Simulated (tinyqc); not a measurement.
# Changing the development selectivity n

Model: chemically amplified photoresist: aerial image, acid generation, bake, development and line width. Computed by tinyqc, a small Python program. Command: `OMP_NUM_THREADS=1 python tinyqc.py 3022201 3022202 out.jsonl resist sweep`. One thread of a shared host (Intel(R) Xeon(R) Processor @ 2.30GHz), about 0.04 s of CPU time with the checks.

Lines and spaces of pitch p with a two-beam-like image; x = 0 is the middle of the bright space. The resist is positive and treated as uniform in depth.

Inputs (values chosen for the exercise, for a model resist at 13.5 nm): pitch p = 37 nm; image contrast c = 0.7; mean dose E = 13 mJ/cm^2; Dill parameter C = 0.031 cm^2/mJ; quencher load q, relative to the acid generator = 0.14; acid diffusivity D = 0.11 nm^2/s; bake time t = 45 s; amplification rate k_amp = 0.023 1/s; threshold protection m_th = 0.59; largest rate r_max = 510 nm/s; smallest rate r_min = 0.16 nm/s; resist thickness d = 46 nm; development time t_d = 60 s.

Method:
- Dose E(x) = E [1 + c cos(2 pi x/p)]; acid h = 1 - exp(-C E(x)).
- Bake: the acid image is blurred by a Gaussian of variance sigma^2 = 2 D t (each Fourier term k of h, taken on 64 points, is multiplied by exp(-4 pi^2 k^2 D t/p^2)).
- The quencher then removes q, h_eff = max(h_blurred - q, 0); protection m = exp(-k_amp t h_eff).
- Mack rate r = r_max (a + 1)(1 - m)^n/(a + (1 - m)^n) + r_min, a = ((n + 1)/(n - 1))(1 - m_th)^n.
- Edge: vertical development clears the film where r t_d >= d; the space width is twice the x where r = d/t_d.
- Dose sensitivity = d ln(width)/d ln E from widths at 1.005 E and E/1.005; image log-slope at the edge = |d ln E/dx|, normalised by the width (NILS); latitude for 10 % of width = 10 %/sensitivity.

One run for each value:
```
development selectivity n  space width (nm)  dose sensitivity  dose latitude (%)
2                                    32.519            0.7239             13.814
3                                    28.642            0.5653             17.691
4                                    25.693            0.5947             16.814
6                                    21.258            0.7809             12.806
8                                    17.881            1.0734              9.316
12                                   12.589            2.1482              4.655
16                                    7.911            5.4687              1.829
```

What does the table show, and why?

Over the rows, space width (nm) falls from 32.5 to 7.91 (exponent d ln y / d ln x -0.31 between the first rows and -1.6 between the last); dose sensitivity goes from 0.724 through a minimum among these rows, 0.565 at 3.00, to 5.47; dose latitude (%) goes from 13.8 through a maximum among these rows, 17.7 at 3.00, to 1.83. A larger n moves the protection at which the film just clears towards m_th, so more acid is needed and the space narrows. Left out: 24.0 (the space does not open, or the whole film clears).

Caution (all rows): lateral development, standing waves and the joint diffusion of acid and quencher are left out, so widths are indicative.

Extremes, crossings and ranges named in words are read from the listed rows.
